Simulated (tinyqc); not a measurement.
Inside a calculation. Method: MP2 on RHF in the 3-21g basis, for H3+, spin multiplicity 1. One step of it, computed by the program tinyqc.

Question. Second-order Moller-Plesset energy. E2 = sum_ijab (ia|jb) [2 (ia|jb) - (ib|ja)] / (e_i + e_j - e_a - e_b) over occupied i, j and virtual a, b; the opposite-spin part is (ia|jb)^2 / denominator, the rest is same-spin, and SCS-MP2 scales them by 6/5 and 1/3.

orbital energies (hartree): MO1 -1.234033, MO2 -0.169521, MO3 -0.169275, MO4 0.405803, MO5 0.912860, MO6 0.913495

Two-electron integrals over orbitals (pq|rs), unique and non-zero (hartree):
```
(11|11) 0.690060    (21|11) -0.000074   (21|21) 0.089508    (22|11) 0.482164
(22|21) 0.036486    (22|22) 0.440236    (31|11) 0.000006    (31|22) -0.003054
(31|31) 0.089445    (32|21) -0.003057   (32|22) -2.84e-06   (32|31) -0.036446
(32|32) 0.033396    (33|11) 0.482095    (33|21) -0.036484   (33|22) 0.373321
(33|31) 0.003054    (33|32) 2.84e-06    (33|33) 0.440125    (41|11) 0.146292
(41|21) -0.000031   (41|22) 0.054162    (41|31) 2.62e-06    (41|33) 0.054123
(41|41) 0.075736    (42|11) -0.000038   (42|21) -0.015908   (42|22) -0.009731
(42|32) 0.000814    (42|33) 0.009702    (42|41) -0.000031   (42|42) 0.036766
(43|11) 3.19e-06    (43|22) 0.000816    (43|31) -0.015956   (43|32) 0.009722
(43|33) -0.000813   (43|41) 2.58e-06    (43|43) 0.036798    (44|11) 0.496568
(44|21) -0.000073   (44|22) 0.393529    (44|31) 0.000006    (44|33) 0.393531
(44|41) 0.069835    (44|42) 1.27e-06    (44|43) -1.10e-07   (44|44) 0.407089
(51|11) 0.000039    (51|21) -0.078438   (51|22) -0.032773   (51|32) 0.002744
(51|33) 0.032735    (51|41) 0.000029    (51|42) -0.018983   (51|44) 0.000040
(51|51) 0.104872    (52|11) -0.159131   (52|21) -0.030185   (52|22) -0.084056
(52|31) 0.002527    (52|32) 6.78e-07    (52|33) -0.064777   (52|41) -0.065406
(52|42) -0.007577   (52|43) 0.000633    (52|44) -0.079735   (52|51) 0.040465
(52|52) 0.093793    (53|11) 8.24e-09    (53|21) 0.002528    (53|22) 6.80e-07
(53|31) 0.030150    (53|32) -0.009593   (53|33) -6.70e-07   (53|42) 0.000636
(53|43) 0.007568    (53|51) -0.003387   (53|52) -1.46e-06   (53|53) 0.021930
(54|11) 0.000054    (54|21) -0.076401   (54|22) -0.031522   (54|32) 0.002641
(54|33) 0.031506    (54|41) 0.000028    (54|42) 0.010008    (54|44) 0.000062
(54|51) 0.076422    (54|52) 0.029071    (54|53) -0.002434   (54|54) 0.079687
(55|11) 0.612787    (55|21) 0.066048    (55|22) 0.486182    (55|31) -0.005526
(55|32) -4.48e-06   (55|33) 0.413279    (55|41) 0.127620    (55|42) 0.005800
(55|43) -0.000484   (55|44) 0.458201    (55|51) -0.081162   (55|52) -0.171922
(55|53) 3.55e-06    (55|54) -0.067780   (55|55) 0.649485    (61|11) -3.26e-06
(61|21) -6.16e-09   (61|22) 0.002746    (61|31) -0.078425   (61|32) 0.032758
(61|33) -0.002743   (61|41) -2.39e-06   (61|43) -0.018948   (61|44) -3.39e-06
(61|52) -0.003390   (61|53) -0.040419   (61|55) 0.006797    (61|61) 0.104925
(62|11) -1.16e-08   (62|21) 0.002533    (62|22) 6.74e-07    (62|31) 0.030208
(62|32) -0.009625   (62|33) -6.83e-07   (62|41) -5.50e-09   (62|42) 0.000636
(62|43) 0.007568    (62|44) -6.08e-09   (62|51) -0.003392   (62|52) -1.45e-06
(62|53) 0.020449    (62|54) -0.002439   (62|55) 3.54e-06    (62|61) -0.040482
(62|62) 0.021978    (63|11) -0.159118   (63|21) 0.030216    (63|22) -0.064795
(63|31) -0.002530   (63|32) -6.78e-07   (63|33) -0.083984   (63|41) -0.065401
(63|42) 0.007595    (63|43) -0.000635   (63|44) -0.079739   (63|51) -0.040444
(63|52) 0.051327    (63|53) 1.45e-06    (63|54) -0.029080   (63|55) -0.109645
(63|61) 0.003388    (63|62) 1.46e-06    (63|63) 0.093738    (64|11) -4.53e-06
(64|21) -6.47e-09   (64|22) 0.002640    (64|31) -0.076366   (64|32) 0.031495
(64|33) -0.002638   (64|41) -2.33e-06   (64|43) 0.010035    (64|44) -0.000005
(64|52) -0.002436   (64|53) -0.029047   (64|55) 0.005674    (64|61) 0.076457
(64|62) -0.029102   (64|63) 0.002437    (64|64) 0.079691    (65|21) -0.005536
(65|22) -4.48e-06   (65|31) -0.065967   (65|32) 0.036348    (65|33) 4.47e-06
(65|42) -0.000489   (65|43) -0.005810   (65|44) 5.46e-09    (65|51) 0.006800
(65|52) 3.54e-06    (65|53) -0.031046   (65|54) 0.005680    (65|55) -0.000012
(65|61) 0.081101    (65|62) -0.031104   (65|63) -3.54e-06   (65|64) 0.067723
(65|65) 0.073158    (66|11) 0.612970    (66|21) -0.066091   (66|22) 0.413415
(66|31) 0.005529    (66|32) 4.48e-06    (66|33) 0.486116    (66|41) 0.127702
(66|42) -0.005869   (66|43) 0.000490    (66|44) 0.458340    (66|51) 0.081137
(66|52) -0.109734   (66|53) -3.53e-06   (66|54) 0.067787    (66|55) 0.502986
(66|61) -0.006794   (66|62) -3.56e-06   (66|63) -0.171924   (66|64) -0.005675
(66|65) 0.000012    (66|66) 0.649666
```

Hartree-Fock energy = -1.27003029 hartree

Give: Terms; Pair energies; MP2 correlation energy; SCS-MP2 correlation energy; MP2 total energy.

Answer.

Terms:
```
i  j  a  b    (ia|jb)    (ib|ja)  denominator       term
1  1  2  2     0.0895     0.0895      -2.1290    -0.0038
1  1  3  3     0.0894     0.0894      -2.1295    -0.0038
1  1  6  6     0.1049     0.1049      -4.2951    -0.0026
1  1  5  5     0.1049     0.1049      -4.2938    -0.0026
1  1  2  5    -0.0784    -0.0784      -3.2114    -0.0019
1  1  5  2    -0.0784    -0.0784      -3.2114    -0.0019
1  1  3  6    -0.0784    -0.0784      -3.2123    -0.0019
1  1  6  3    -0.0784    -0.0784      -3.2123    -0.0019
1  1  4  4     0.0757     0.0757      -3.2797    -0.0017
1  1  4  2  -3.13e-05  -3.13e-05      -2.7043  -3.63e-10
1  1  2  4  -3.13e-05  -3.13e-05      -2.7043  -3.63e-10
1  1  5  4   2.86e-05   2.86e-05      -3.7867  -2.16e-10
1  1  4  5   2.86e-05   2.86e-05      -3.7867  -2.16e-10
1  1  3  4   2.62e-06   2.62e-06      -2.7046          0
1  1  4  3   2.62e-06   2.62e-06      -2.7046          0
1  1  4  6  -2.39e-06  -2.39e-06      -3.7874          0
1  1  6  4  -2.39e-06  -2.39e-06      -3.7874          0
1  1  2  6  -6.16e-09  -6.16e-09      -3.2120          0
1  1  6  2  -6.16e-09  -6.16e-09      -3.2120          0
```

Pair energies (hartree; pair i-j sums ij and ji):
```
pair  opposite spin  same spin
1-1         -0.0221          0
```

MP2 correlation energy = -0.022055 hartree

SCS-MP2 correlation energy = -0.026465 hartree

MP2 total energy = -1.292085 hartree
